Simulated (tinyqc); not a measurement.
What each parameter does: two-node Weyl semimetal on a cubic lattice and its slab.

H = d.s with dx = t sin kx, dy = t sin ky, dz = m (2 - cos kx - cos ky) + M(kz), M = tz (cos k0 - cos kz), k in 1/a. Nodes at (0, 0, +/-k0). Berry curvature of the lower band along z: Omega = d.(dd/dkx x dd/dky)/(2|d|^3), in the sense curl of i<u|grad u>.

Values chosen for the exercise: t = 0.66 eV (hopping in sx and sy); m = 0.66 eV (mass term); tz = 0.48 eV (hopping along z); k0 = 2.32 1/a (position of the nodes); k = (-0.7, 0.08, 1.67) 1/a (wave vector).

|E| and Omega at k, the velocity tz sin(k0) and k0/pi.

Results for these values:

| case | \|E\| (eV) | Omega (a^2) | vz (eV a) | \|sigma_xy\| (e^2/(h a)) |
|---|---|---|---|---|
| base | 0.4455 | -0.9098 | 0.3515 | 0.7385 |

What happens to each result for k0 = 2.552 1/a, all else kept?

Answer: |E| rises from 0.4455 to 0.4704; Omega rises from -0.9098 to -0.8879; vz falls from 0.3515 to 0.2669; |sigma_xy| rises from 0.7385 to 0.8123.

The same for each parameter in turn:

| case | \|E\| (eV) | Omega (a^2) | vz (eV a) | \|sigma_xy\| (e^2/(h a)) |
|---|---|---|---|---|
| base | 0.4455 | -0.9098 | 0.3515 | 0.7385 |
| t = 0.726 eV | 0.4868 | -0.8435 | 0.3515 | 0.7385 |
| m = 0.594 eV | 0.4501 | -0.8450 | 0.3515 | 0.7385 |
| tz = 0.528 eV | 0.4539 | -0.9095 | 0.3866 | 0.7385 |
| k0 = 2.552 1/a | 0.4704 | -0.8879 | 0.2669 | 0.8123 |

The Hall conductivity depends on the separation of the nodes alone, with EF at the nodes and no further nodes.

Computed by tinyqc, a small Python program: `OMP_NUM_THREADS=1 python tinyqc.py 1482778 1482779 out.jsonl` (the numbers bound the seed that draws the inputs); one thread of a shared host (Intel(R) Xeon(R) Processor @ 2.30GHz), about 0.1 s for the whole set of steps.
